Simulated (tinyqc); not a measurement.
Worked calculation: inversion layer as a triangular well, valleys of the Si type. Values are carried at full precision from step to step, so a last printed digit may differ when a step is redone from the rounded ones.

Six ellipsoidal valleys with their long axes along the cube axes, mass ml along the axis and mt across it. For a valley whose axis makes the angle theta with the surface normal, 1/m_z = cos^2(theta)/ml + sin^2(theta)/mt sets the confinement; in the plane the masses are m_1 = mt and m_2 = ml mt/m_z, and m_d = sqrt(m_1 m_2).

Constants: e^2/(4 pi eps0) = 14.39964547 eV angstrom; hbar^2/2m0 = 3.80998211 eV angstrom^2; kB = 8.617333262e-05 eV/K.

Parameters, chosen for this exercise (near those of Si; the results hold for these values, not for the real material): ml = 0.907 m0 (longitudinal mass); mt = 0.189 m0 (transverse mass); face = 111 (surface); eps = 11.7 (dielectric constant); Ns = 11 x 1e12/cm^2 (electron sheet density); Nd = 1.4 x 1e12/cm^2 (depletion charge); eta = 0.5 (share of Ns in the effective field); T = 77 K (temperature); tox = 12 angstrom (SiO2-equivalent oxide thickness).

## Valley masses on the (111) face

Group the valleys by their angle to the normal, heaviest m_z first.

Valleys (masses in m0):
```
valleys g  cos^2(theta)     m_z     m_1     m_2     m_d
6                0.3333  0.2567  0.1890  0.6677  0.3552
```

All valleys are equivalent on this face.

## Effective field

The field is taken as constant, e F = 4 pi (e^2/4 pi eps0)(Nd + eta Ns)/eps, with 1e12/cm^2 = 1e-4/angstrom^2, and the oxide as a hard wall at z = 0; c = hbar^2/2m0.

Find e F, and F in MV/cm (1 MV/cm = 0.01 V/angstrom).

e F = 0.0106715 eV/angstrom
F = 1.0671 MV/cm

## Subband ladders

Level j of a valley lies at E_j = a_j (c (e F)^2/m_z)^(1/3) above the band edge at the surface, with the Airy zeros a_j = 2.338107, 4.087949, 5.520560, 6.786708, 7.944134, 9.022651, 10.040174, 11.008524, 11.936016, 12.828777, and has <z> = 2 E_j/(3 e F).

The ten lowest levels of all groups of valleys together, j = 0, 1, ..., c = hbar^2/2m0; primes mark the groups with lighter m_z.

Subbands:
```
label  valleys g  m_d (m0)  E (eV)  <z> (angstrom)
0              6    0.3552  0.2785           17.40
1              6    0.3552  0.4869           30.42
2              6    0.3552  0.6576           41.08
3              6    0.3552  0.8084           50.50
4              6    0.3552  0.9462           59.11
5              6    0.3552  1.0747           67.14
6              6    0.3552  1.1959           74.71
7              6    0.3552  1.3112           81.92
8              6    0.3552  1.4217           88.82
9              6    0.3552  1.5281           95.46
```

The second subband is 1, 208.4 meV above the first. Levels above about 0.5 eV lie beyond parabolic valleys.

## Fermi level and populations

Subband i holds n_i = g m_d/(2 pi c) kB T ln(1 + exp((EF - E_i)/kB T)) (spin included), and EF is fixed by sum n_i = Ns over the levels listed or, where none are listed, over j = 0 to 9 of each group; 1e12/cm^2 = 1e-4/angstrom^2.

Solve for EF; c = hbar^2/2m0. The mean distance is sum n_i <z>_i/Ns.

EF = 0.2897 eV

Populations:
```
label  (EF - E)/kB T  n (1e12/cm^2)  share (%)
0               1.69         11.000      100.0
1             -29.72          0.000        0.0
2             -55.44          0.000        0.0
3             -78.16          0.000        0.0
4             -98.94          0.000        0.0
5            -118.30          0.000        0.0
6            -136.57          0.000        0.0
7            -153.95          0.000        0.0
8            -170.60          0.000        0.0
9            -186.63          0.000        0.0
```

mean distance from the surface = 17.40 angstrom

The lowest subband holds 100.0 % of the electrons and is partly degenerate (EF within a few kB T of its edge).

## Effect on the gate capacitance

The charge sits at the mean distance <z> from the surface, which adds (3.9/eps) <z> to the oxide thickness; C/Cox = tox/(tox + 3.9 <z>/eps). The density-of-states term is left out.

added thickness = 5.80 angstrom
C/Cox = 0.674

## Checks

- Lowest level by finite differences against the Airy formula, eV: both 0.2785.

tinyqc: `OMP_NUM_THREADS=1 python tinyqc.py 1281726 1281727 out.jsonl`; about 0.02 s, one thread, shared Intel(R) Xeon(R) Processor @ 2.30GHz.
